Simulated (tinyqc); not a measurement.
What grading buys: minority-electron transport through the base of a bipolar transistor (Moll-Ross and Kroemer integrals). Computed by tinyqc, a small Python program. Command: `OMP_NUM_THREADS=1 python tinyqc.py 3025117 3025118 out.jsonl base walk`. One thread of a shared host (Intel(R) Xeon(R) Processor @ 2.30GHz), about 0.01 s of CPU time with the checks.

Low injection, one dimension, x from the emitter edge (0) to the collector edge (W), s = x/W. Recombination is treated as a small correction (valid for tau_B well below tau_n), computed from the stored charge.

Inputs (values chosen for the exercise, modelled on silicon):
```
quantity                               value        unit
base doping at the emitter edge N_0  5.5e+18      1/cm^3
base width W                              32          nm
mu_min                                   170  cm^2/(V s)
mu_max                                  1330  cm^2/(V s)
N_ref                                1.1e+17      1/cm^3
saturation velocity v_s                 0.82    1e7 cm/s
temperature T                            300           K
```

Base doping profile: uniform. Gap grading: linear. Exit of the base: saturation velocity.

Constants: k_B = 8.617333262e-05 eV/K.

Method. N(x) = N_0; n_i(x)^2 = n_i^2 exp(s dE_g/k_B T); D(x) = (k_B T/e) mu, mu = mu_min + (mu_max - mu_min)/(1 + (N/N_ref)^0.7). With y(x) = N n_i^2/(D n_i(x)^2): base Gummel number G_B = int_0^W y dx + N(W) n_i^2/(v_s n_i(W)^2); J_C = e n_i^2 exp(e V_BE/k_B T)/G_B; n(x) = (J_C/e)(n_i(x)^2/(N n_i^2)) [int_x^W y dx + the same exit term]; transit time tau_B = (e/J_C) int n dx; trapezoid rule on 401 even points.

The same base with other gradings:
```
dE_g (meV)  dE_g/k_B T  G_B (s/cm^4)  J_C gain  tau_B (ps)  speed gain
0                0.000    3.5019e+12     1.000      1.2139      1.0000
25               0.967    2.0696e+12     1.692      0.8618      1.4086
50               1.934    1.3492e+12     2.596      0.6476      1.8744
75               2.901    9.5913e+11     3.651      0.5100      2.3803
100              3.868    7.3065e+11     4.793      0.4168      2.9121
150              5.802    4.8851e+11     7.169      0.3022      4.0171
200              7.736    3.6610e+11     9.565      0.2358      5.1470
300             11.605    2.4399e+11    14.352      0.1634      7.4308
```

What follows from these numbers?

At 100 meV J_C rises by a factor 4.79 and the transit is 2.91 times faster; at 300 meV the factors are 14.35 and 7.43. For a uniform base without exit term both tend to be linear in dE_g/k_B T, J_C as x/(1 - exp(-x)) and the speed as x/2. From 150 meV on the mean velocity W/tau_B exceeds v_s, so those speed gains are overstated.
